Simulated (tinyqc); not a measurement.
Trap density from the barrier height.

Inverse problem. In a partly depleted grain with all boundary traps filled, 2 N W = Qt and VB = q N W^2/(2 eps0 eps_r). Find Qt, W and the doping at which VB would equal Vt.

Inputs (values chosen for the exercise): temperature T = 350 K; relative permittivity eps_r = 11.7.

Constants: q = 1.602176634e-19 C, kB = 1.380649e-23 J/K, Vt = kB T/q, eps0 = 8.8541878128e-14 F/cm where lengths are in cm. Results are converted to the units shown.

doping = 8.2e17 cm^-3
barrier height = 0.068134929 V

Solution. Eliminating W gives VB = q Qt^2/(8 eps0 eps_r N), which falls as 1/N.

Qt = 1.70e12 cm^-2
W = 10.4 nm
doping for VB = Vt = 1.85e18 cm^-3

Program tinyqc, `OMP_NUM_THREADS=1 python tinyqc.py 2830159 2830160 out.jsonl`; Intel Xeon 2.30GHz, shared host, one thread, about 0.01 s.
